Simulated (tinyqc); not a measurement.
Fermi-level pinning from two metals.

Inverse problem. Cowley-Sze model with the space charge neglected: phiB = S (phiM - chi) + (1 - S)(Eg - phi0), S = 1/(1 + q Dit dl/(eps0 ei)), dl in cm. Find S, phi0 and Dit.

Parameters, values chosen for the exercise; band and dielectric values close to those of 4H silicon carbide:

| symbol | value | unit | meaning |
|---|---|---|---|
| Eg | 3.29 | eV | band gap |
| chi | 3.63 | eV | electron affinity |
| dl | 0.2 | nm | thickness of the interfacial layer |
| ei | 3.9 |  | relative permittivity of the interfacial layer |

Constants: q = 1.602176634e-19 C, eps0 = 8.8541878128e-14 F/cm where lengths are in cm. Results are converted to the units shown.

barriers for metals with phiM = 4.06 and 4.62 eV (eV): [1.3028921, 1.5370124]

Solution. S is the slope of phiB against phiM; either barrier then gives phi0, and S gives Dit.

S = 0.4181
phi0 = 1.360 eV
Dit = 1.500e14 cm^-2 eV^-1

Program tinyqc, `OMP_NUM_THREADS=1 python tinyqc.py 2020136 2020137 out.jsonl`; Intel Xeon 2.30GHz, shared host, one thread, about 0.05 s.
